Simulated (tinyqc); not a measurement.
Which current rules in forward bias: trap-assisted generation and recombination current of an abrupt junction. Computed by tinyqc, a small Python program. Command: `OMP_NUM_THREADS=1 python tinyqc.py 3000471 3000472 out.jsonl junctionleak walk`. One thread of a shared host (Intel(R) Xeon(R) Processor @ 2.30GHz), about 0.01 s of CPU time with the checks.

Depletion approximation, flat quasi-Fermi levels across the depleted layer, long neutral regions with minority lifetimes tau_n and tau_p, full ionisation and Boltzmann statistics. Voltages in exponents stand for e V.

Inputs (values chosen for the exercise, with bands and screening modelled on InP):
```
quantity,value,unit
gap E_g,1.37,eV
electron mass m_e,0.0788,m_0
valleys M_c,1,-
hole mass m_h,0.581,m_0
dielectric constant eps,12.2,-
acceptor density N_A,3.6e+15,cm^-3
donor density N_D,7.5e+17,cm^-3
capture time tau_n,1.6e-07,s
capture time tau_p,8.2e-09,s
trap level E_t - E_i,0,eV
electron diffusion coefficient D_n,8.6,cm^2/s
hole diffusion coefficient D_p,11,cm^2/s
temperature T,300,K
```

Field enhancement: none.

Constants: k_B = 8.617333262e-05 eV/K; m_0 = 9.1093837015e-31 kg; k_B = 1.380649e-23 J/K; h = 6.62607015e-34 J s; e = 1.602176634e-19 C; eps_0 = 8.8541878128e-12 F/m.

Method:
- N_c = 2 M_c (2 pi m_e k_B T/h^2)^(3/2) and N_v = 2 (2 pi m_h k_B T/h^2)^(3/2), masses in units of m_0.
- n_i = sqrt(N_c N_v) exp(-E_g/2 k_B T); V_bi = (k_B T/e) ln(N_A N_D/n_i^2); diffusion saturation current J_d0 = e n_i^2 [sqrt(D_n/tau_n)/N_A + sqrt(D_p/tau_p)/N_D].
- W = sqrt(2 eps eps_0 (V_bi - V)(1/N_A + 1/N_D)/e), x_p = W N_D/(N_A + N_D), x_n = W - x_p, peak field F_m = 2 (V_bi - V)/W; reverse bias means V = -V_r.
- Potential from the p edge: phi = (V_bi - V) x^2/(x_p W) on the p side and (V_bi - V)[1 - (W - x)^2/(x_n W)] on the n side; p = N_A exp(-phi/k_B T), n = n_i^2 exp(V/k_B T)/p; U = (n p - n_i^2)/[tau_p (n + n_i exp(dE/k_B T)) + tau_n (p + n_i exp(-dE/k_B T))], dE = E_t - E_i, n1 = n_i exp(dE/k_B T), p1 = n_i exp(-dE/k_B T); J_t = e int U dx by the trapezoid rule on 400 intervals on each side.
- J_d = J_d0 (exp(V/k_B T) - 1). Ideality n = (e/k_B T) dV/d ln J, central difference of 1 mV. The rows stop just below the bias where n = 0.1 p or tau_p n = 0.1 tau_n p at the p edge, or the like at the n edge.

k_B T = 0.0258520 eV

n_i = 7.71979e+06 cm^-3

J_d0 = 1.99113e-17 A/cm^2

Forward characteristic:
```
V (V),J_t (A/cm^2),J_d (A/cm^2),ideality of J_t,ideality of the sum
0.19,2.3864e-09,3.0951e-14,1.8775,1.8775
0.30,2.2077e-08,2.1821e-12,1.9288,1.9286
0.41,2.0043e-07,1.5374e-10,1.9261,1.9247
0.53,2.2501e-06,1.5948e-08,1.9115,1.8993
0.64,2.1091e-05,1.1236e-06,1.8896,1.8082
0.75,2.0460e-04,7.9167e-05,1.8521,1.4964
0.86,2.1170e-03,5.5778e-03,1.7835,1.1375
0.97,2.4589e-02,3.9299e-01,1.6916,1.0247
```

Diffusion overtakes recombination between 0.75 and 0.86 V, and the ideality of the sum goes from 1.88 to 1.02, with a maximum of 1.93 at 0.3 V. The ideality of J_t alone lies between 1.69 and 1.93; it stays below 2 because the zone where n and p are alike widens as the field falls, and at the lowest bias the terms in n1 and p1 lower it too. Caution: one side is doped near or above its effective density of states, so Boltzmann statistics understate V_bi.

Extremes, crossings and ranges named in words are read from the listed rows.
